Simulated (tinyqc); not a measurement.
Thermal resistances of a two-die stack.

Question. Heat leaves through the lower die only, and the system is linear. Find the resistance R1 from the lower die to the coolant, R2 between the dies, and the rise of the upper die when both are powered.

Inputs (values chosen for the exercise):
```
symbol  value  unit                 meaning
P1         32     W  power of the lower die
P2         12     W  power of the upper die
```

rises of the lower and upper die with only the lower one powered (K): [20.8, 20.8]
rises of the lower and upper die with only the upper one powered (K): [7.8, 12.84]

Solution. With only the lower die powered no heat crosses R2, so both dies rise by P1 R1; the difference in the second test is P2 R2; rises add.

R1 = 0.6500 K/W
R2 = 0.4200 K/W
rise of the upper die = 33.64 K

Numbers from tinyqc (`OMP_NUM_THREADS=1 python tinyqc.py 2162069 2162070 out.jsonl`; about 0.02 s on one thread of a shared Intel Xeon 2.30GHz).
